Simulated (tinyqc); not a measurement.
Worked calculation: Hueckel theory of the pi electrons, for the molecule c1ccc2[nH]cnc2c1 (SMILES; centres numbered as the heavy atoms are written). Computed by tinyqc, a small Python program that keeps every step. Settings: charge = 0. Command: `OMP_NUM_THREADS=1 python tinyqc.py 24651 24652 out.jsonl` (the two numbers bound the seeds that draw the settings). One thread of a shared host (Intel(R) Xeon(R) Processor @ 2.60GHz), about 0.01 s of CPU time with the checks.

## The Hueckel matrix

Centres:
```
centre  z_r, pi electrons of the neutral centre         h
1C                                            1  0.000000
2C                                            1  0.000000
3C                                            1  0.000000
4C                                            1  0.000000
5N                                            2  1.500000
6C                                            1  0.000000
7N                                            1  0.500000
8C                                            1  0.000000
9C                                            1  0.000000
```

Bonds:
```
i  j         k
1  2         1
2  3         1
3  4         1
4  5  0.800000
5  6  0.800000
6  7         1
7  8  1.000000
8  9         1
9  1         1
8  4         1
```

H_rr = alpha + h_r beta, H_rs = k_rs beta for bonded centres.

Hueckel matrix in units of beta (H = alpha + beta A), lower triangle:
```
          1C        2C        3C        4C        5N        6C        7N        8C
1C  0.000000
2C  1.000000  0.000000
3C  0.000000  1.000000  0.000000
4C  0.000000  0.000000  1.000000  0.000000
5N  0.000000  0.000000  0.000000  0.800000  1.500000
6C  0.000000  0.000000  0.000000  0.000000  0.800000  0.000000
7N  0.000000  0.000000  0.000000  0.000000  0.000000  1.000000  0.500000
8C  0.000000  0.000000  0.000000  1.000000  0.000000  0.000000  1.000000  0.000000
9C  1.000000  0.000000  0.000000  0.000000  0.000000  0.000000  0.000000  1.000000

          9C
9C  0.000000
```

## Orbitals

pi electrons, sum of z_r less the charge = 10

Diagonalise; E = alpha + x beta with beta < 0, so the largest x are filled first; degenerate levels share their electrons. P = sum n_i c_ri c_si; each orbital has its largest coefficient positive (the first on a tie).

x values: 2.531075  1.773560  1.472627  0.856537  0.708620  -0.786051  -1.104401  -1.333494  -2.118473

occupations: 2.000000  2.000000  2.000000  2.000000  2.000000  0.000000  0.000000  0.000000  0.000000

coefficients:
```
         MO1        MO2        MO3        MO4        MO5        MO6        MO7        MO8
1C  0.137386  -0.447006  -0.149905   0.520310   0.008194  -0.104620   0.552195   0.233901
2C  0.141980  -0.389082  -0.362345   0.128447   0.437115  -0.340774  -0.243239  -0.451582
3C  0.221975  -0.243055  -0.383695  -0.410290   0.301554   0.372486  -0.283562   0.368281
4C  0.419856  -0.041990  -0.202695  -0.479876  -0.223428   0.047981   0.556405  -0.039519
5N  0.571644   0.546975  -0.341519   0.309825  -0.182564  -0.227892  -0.229521   0.130719
6C  0.316904   0.229029   0.214380   0.230675   0.404025   0.603235   0.190801  -0.423472
7N  0.344793  -0.031384   0.588917  -0.050278   0.432351  -0.291860  -0.027104   0.460122
8C  0.383396  -0.268998   0.358417  -0.248601  -0.313828  -0.227888  -0.147315  -0.420159
9C  0.205755  -0.403710   0.141592   0.317218  -0.431308   0.423011  -0.366606   0.139676

          MO9
1C   0.342746
2C  -0.332229
3C   0.361071
4C  -0.432691
5N   0.079895
6C   0.071318
7N  -0.215001
8C   0.491657
9C  -0.393870
```

charge and bond-order matrix P, lower triangle:
```
           1C         2C         3C         4C         5N         6C         7N        8C
1C   1.023900
2C   0.636319   1.020811
3C  -0.028692   0.688455   1.029687
4C  -0.289356  -0.019816   0.621379   0.998656
5N   0.089878  -0.095828  -0.114372   0.356754   1.743829
6C   0.064716   0.168877  -0.080774  -0.241965   0.461846   0.830577
7N  -0.099000   0.060605   0.018409  -0.091523  -0.231405   0.782827   1.312291
8C  -0.025465  -0.279770   0.040651   0.578066  -0.140208  -0.094823   0.457054  1.016210
9C   0.698041  -0.025603  -0.341492   0.037561   0.050934  -0.195974  -0.070854  0.589455

          9C
9C  1.024038
```

## Energy, charges, bond orders

E = sum n x; q_r = z_r - P_rr; bond order p = P_rs; free valence = sqrt(3) - sum of p over the bonds of the atom.

pi energy = 10 alpha + this times beta = 14.684839

pi charges: 1C -0.023900, 2C -0.020811, 3C -0.029687, 4C 0.001344, 5N 0.256171, 6C 0.169423, 7N -0.312291, 8C -0.016210, 9C -0.024038

Bond orders and lengths from R = 1.517 - 0.180 p (angstrom, C-C alone):
```
bond         p         R
1-2   0.636319  1.402463
2-3   0.688455  1.393078
3-4   0.621379  1.405152
4-5   0.356754         -
5-6   0.461846         -
6-7   0.782827         -
7-8   0.457054         -
8-9   0.589455  1.410898
9-1   0.698041  1.391353
8-4   0.578066  1.412948
```

free valence of the carbons: 1C 0.397691, 2C 0.407277, 3C 0.422217, 4C 0.175853, 6C 0.487378, 8C 0.107476, 9C 0.444555

gap between the highest filled and the next level = 1.494671 |beta|
